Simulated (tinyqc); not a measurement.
Grain growth, pinning, strength and diffusional creep of a polycrystal or thin film: one step, computed by the program tinyqc.

One mean grain size d describes the structure.

Question. Grain size after the anneal. dd/dt = 2 M gamma (1/d - 1/d_lim) integrates to 2 M gamma t = d_lim (d0 - d) + d_lim^2 ln[(d_lim - d0)/(d_lim - d)]; without pinning d^2 = d0^2 + 4 M gamma t.

Inputs (values chosen for the exercise, modelled on polycrystalline silicon): boundary energy gamma = 0.65 J/m^2; anneal temperature T = 1826 K; anneal time t = 55 s; initial grain size d0 = 150 nm.

mobility M = 4.198032e-14 m^4/(J s)

limit d_lim = 7536.232 nm

Give: size without pinning; grain size d.

Answer.

size without pinning = 2454.7 nm

grain size d = 2195.8 nm

Pinning holds d to 89 % of the free value. Caution: T is above the melting point of the named material.
